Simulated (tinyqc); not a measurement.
## Doping and thickness from pinch-off voltage and conductance

Inverse problem. A uniform channel has Vp = q Nd a^2/(2 eps0 eps_r) and G0 = q mu Nd a W/L. Find a and Nd.

Inputs (values chosen for the exercise); material values close to those of silicon: relative permittivity of the semiconductor eps_r = 11.5; low-field mobility at this doping mu = 690 cm^2/(V s); gate length L = 1 um; gate width W = 50 um.

Constants: q = 1.602176634e-19 C, eps0 = 8.8541878128e-14 F/cm where lengths are in cm. Results are converted to the units shown.

Vp = 1.8126598 V
G0 = 5.3064090 mS

Answer. G0 gives the product Nd a and Vp gives Nd a^2; their ratio is a.

a = 240.0 nm
Nd = 4.000e16 cm^-3

Program tinyqc, `OMP_NUM_THREADS=1 python tinyqc.py 2500048 2500049 out.jsonl`; Intel Xeon 2.30GHz, shared host, one thread, about 0.04 s.
